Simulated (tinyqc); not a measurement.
# Stacked nanosheet transistor, parasitic resistance, capacitance and delay: effects of single changes

Ns sheets share one contact on top; each has perimeter p = 2 (Ws + ts) and cross-section A = Ws ts; contact width Wc = Ws + 10 nm, stack height Hs = Ns pv. Sheet 1 is the top one. Contact length Lc = CPP - Lg - 2 Lsp, shared by two neighbouring gates. Source and drain sides are equal. The formulas are first-order estimates, not field solutions.

Parameters, values chosen for the exercise; values close to those of silicon logic devices: temperature T = 300 K; number of sheets Ns = 3; sheet width Ws = 20 nm; sheet thickness ts = 4 nm; vertical pitch of the sheets pv = 14 nm; vertical resistance between sheet levels rv = 30 ohm; contacted gate pitch CPP = 45 nm; gate length Lg = 18 nm; spacer length Lsp = 7 nm; relative permittivity of the spacer ks = 7; gate height above the channel stack Hc = 20 nm; contact resistivity rc = 1.3e-9 ohm cm^2; resistivity of the source-drain epitaxy re = 0.00061 ohm cm; current-carrying depth of the epitaxy te = 25 nm; resistivity of the extension rx = 0.00047 ohm cm; gate overlap Lov = 1.5 nm; inversion capacitance Cinv = 2.9 uF/cm^2; injection velocity vx = 1.1e7 cm/s; apparent mobility mu = 190 cm^2/(V s); threshold at zero drain voltage VT = 0.28 V; barrier lowering dl = 0.065 V/V; subthreshold factor n = 1.12; wire load Cw = 0.13 fF; supply voltage Vdd = 0.65 V.

Constants: q = 1.602176634e-19 C, kB = 1.380649e-23 J/K, eps0 = 8.8541878128e-12 F/m, Vt = kB T/q. Results are converted to the units shown.

Each table varies one quantity; the others keep the values above.

## Effect of the relative permittivity of the spacer

Epitaxy sheet resistance Rsh = re/te, transfer length LT = sqrt(rc/Rsh), contact Rc = [sqrt(rc Rsh)/Wc] coth(Lc/(2 LT)); extension of one sheet Rx = rx Lsp/A. With N sheets: gate Cg = Cinv p N Lg; per side, plate Cp = ks eps0 [Wc (Hs + Hc) - N A]/Lsp, top fringe Cf = (2/pi) ks eps0 Wc ln(1 + Lg/(2 Lsp)), overlap Co = Cinv p N Lov. One sheet: I = p Q vx u/(1 + |u|^1.8)^(1/1.8), Q = Cinv n Vt ln(1 + exp((Vg' - VT + dl Vd')/(n Vt))), u = Vd' mu/(vx Lg), Vg' = Vgs - v, Vd' = Vds - 2 v, with the drop on each side v_j = Rc sum I + rv (sum over levels k = 2..j of the current of sheets k..Ns) + Rx I_j. Ieff = [I(Vgs = Vdd, Vds = Vdd/2) + I(Vdd/2, Vdd)]/2, total currents. With Cs = Cp + Cf + Co, the load of an inverter of two such devices driving an equal one is CL = 2 (Cg + 2 Cs) + 4 Cs + Cw (own drains counted twice for the Miller effect); delay CL Vdd/(2 Ieff).

The same in every row: Rc (ohm) = 684.2; Rx/N (ohm) = 137.1; Ieff (uA) = 67.06.

Effect of the relative permittivity of the spacer:
```
ks,CL (aF),delay (ps)
1,348.0,1.686
2,365.5,1.771
3,383.0,1.856
4,400.5,1.941
5.5,426.8,2.068
7,453.0,2.196
```

As ks goes from 1 to 7, Ieff stays at 67.1 uA, CL rises from 348 to 453 aF and the delay rises from 1.69 to 2.20 ps.

## Effect of the wire load

Same model as above.

The same in every row: Rc (ohm) = 684.2; Rx/N (ohm) = 137.1; Ieff (uA) = 67.06.

Results:
```
Cw (fF),CL (aF),delay (ps)
0.02,343.0,1.662
0.043,366.0,1.774
0.093,416.0,2.016
0.2,523.0,2.535
0.93,1253,6.073
2,2323,11.26
```

Estimate the missing row, Cw = 0.43 fF.

Computed row:
```
Cw (fF),CL (aF),delay (ps)
0.43,753.0,3.649
```

With this row back in the table: As Cw goes from 0.02 to 2 fF, Ieff stays at 67.1 uA, CL rises from 343 to 2320 aF and the delay rises from 1.66 to 11.3 ps.

Computed by the program tinyqc: `OMP_NUM_THREADS=1 python tinyqc.py 2170130 2170131 out.jsonl`, one thread of a shared Intel Xeon 2.30GHz, about 0.08 s for the whole run.
